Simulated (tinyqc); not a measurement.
## Deep-level transient spectroscopy: the DLTS spectrum

Schottky contact on an n-type layer with shallow donors Nd (all ionised) and a donor-like deep trap, neutral when filled and positive when empty; depletion approximation. Traps within lam of the depletion edge stay filled. A long pulse to Vp fills the traps beyond x1 = Wp - lam; back at Vr those between x1 and x2 = Wr - lam emit. A rate window reads S = C(t2) - C(t1).

Emission rate en = sn vth(T) Nc(T) exp(-Et/kB T) = sn g T^2 exp(-Et/kB T), g = vth Nc/(300 K)^2, as vth goes as T^0.5 and Nc as T^1.5 (degeneracy factor 1). lam = sqrt(2 eps0 eps_r (EF - ET)/(q Nd)), EF - ET = Et - (kB T/q) ln(Nc(T)/Nd), Nc(T) = Nc (T/300 K)^1.5. In the steady state at the band bending V, 2 eps0 eps_r V/q = Nd W^2 + Nt (W - lam)^2 (the second term only if W > lam). W(t)^2 = Wr^2 + (Nt/Nd)(x2^2 - x1^2) exp(-en t), C = eps0 eps_r/W; for small Nt, dC/C = -(Nt/2 Nd) G exp(-en t) with G = (x2^2 - x1^2)/Wr^2. For an exponential transient S peaks where en = ew = ln(t2/t1)/(t2 - t1).

Inputs (values chosen for the exercise); material values close to those of gallium nitride: relative permittivity eps_r = 9.56; conduction-band density of states at 300 K Nc = 2.26e18 cm^-3; thermal velocity at 300 K vth = 2.6e7 cm/s; shallow donor density Nd = 2.3e15 cm^-3; built-in voltage Vbi = 0.91 V; depth of the trap below the conduction edge Et = 0.59 eV; capture cross-section sn = 5.7e-17 cm^2; trap density Nt = 5.8e14 cm^-3; reverse bias Vr = 9.2 V; reverse bias during the filling pulse Vp = 0.4 V; first sampling time t1 = 0.1 ms; second sampling time t2 = 0.25 ms.

Constants: q = 1.602176634e-19 C, kB = 1.380649e-23 J/K, eps0 = 8.8541878128e-14 F/cm where lengths are in cm. Results are converted to the units shown.

Result of one run:
```
en (1/s)  S (pF/cm^2)
6.327e4        0.6385
```

Which temperature of the transient T gave this result: 438, 453, 469 or 564 K?

T = 564 K.

The whole series:
```
T (K)  en (1/s)  S (pF/cm^2)
406       291.0        11.07
422       595.9        21.85
438        1161        39.54
453        2084        62.47
469        3741        88.36
485        6476        102.0
501     1.085e4        89.12
517     1.763e4        54.13
532     2.712e4        22.68
548     4.190e4        5.336
564     6.327e4       0.6385
580     9.352e4      0.03131
```

S goes from 11.1 through a maximum of 102 (at T = 485 K among the rows listed) to 0.0313 pF/cm^2; en equals ew = 6110 1/s at 483.2 K. Colder, the trap has hardly emitted by t2; warmer, it is empty before t1. Rows above half of the largest S span 453 to 517 K.

Range of the model: With Nt above a tenth of Nd the edge x2 moves during the transient, which this model holds fixed, and the transient is not a plain exponential.

Program tinyqc, `OMP_NUM_THREADS=1 python tinyqc.py 2050016 2050017 out.jsonl`; Intel Xeon 2.30GHz, shared host, one thread, about 0.01 s.
